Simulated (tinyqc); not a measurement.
Fermi-level pinning at a metal contact (Cowley-Sze model): one step of the calculation.

Interface states of density Ds lie behind a thin layer of thickness dl. Neglecting the depletion charge, the barrier for electrons is phi = S (pM - chi) + (1 - S) E0 with S = 1/(1 + q Ds dl/(eps0 ei)); the barrier for holes is Eg - phi.

Question. Barrier. Also the charge in the states, Ds (phi - E0), and the drop across the layer, pM - chi - phi.

Inputs (values chosen for the exercise); material values close to those of silicon:

| symbol | value | unit | meaning |
|---|---|---|---|
| Eg | 1.14 | eV | band gap |
| chi | 4.07 | eV | electron affinity |
| Ds | 4e13 | cm^-2 eV^-1 | density of interface states |
| E0 | 0.41 | eV | depth of their neutrality level below the conduction edge |
| dl | 0.39 | nm | thickness of the interface layer |
| ei | 1.7 |  | its relative permittivity |
| pM | 4.32 | eV | metal work function |

Constants: q = 1.602176634e-19 C, eps0 = 8.8541878128e-14 F/cm where lengths are in cm. Results are converted to the units shown.

Give: S; phi; barrier for holes; charge in the states; drop across the layer.

Answer.

S = 0.3759
phi = 0.3499 eV
barrier for holes = 0.7901 eV
charge in the states = -2.406e12 cm^-2
drop across the layer = -0.09986 V

Numbers from tinyqc (`OMP_NUM_THREADS=1 python tinyqc.py 2430124 2430125 out.jsonl`; about 0.01 s on one thread of a shared Intel Xeon 2.30GHz).
